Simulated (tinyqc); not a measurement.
Worked calculation: lattice vibrations of a chain. One step of it, computed by the program tinyqc.

Question. Frequencies. omega^2 are the eigenvalues; wavenumber = 521.4708 sqrt(eigenvalue) 1/cm.

D(q) (eV/(angstrom^2 u)):
```
                     1                    2
1             0.186082  -0.127976+0.053100i
2  -0.127976-0.053100i             0.110512
```

Give: eigenvalues; wavenumbers; weights |e|^2 of the mass-weighted modes.

Answer.

eigenvalues: 0.0047  0.2919

wavenumbers (1/cm): 35.7  281.7

weights |e|^2 of the mass-weighted modes:
```
        mode 1  mode 2
atom 1  0.3685  0.6315
atom 2  0.6315  0.3685
```
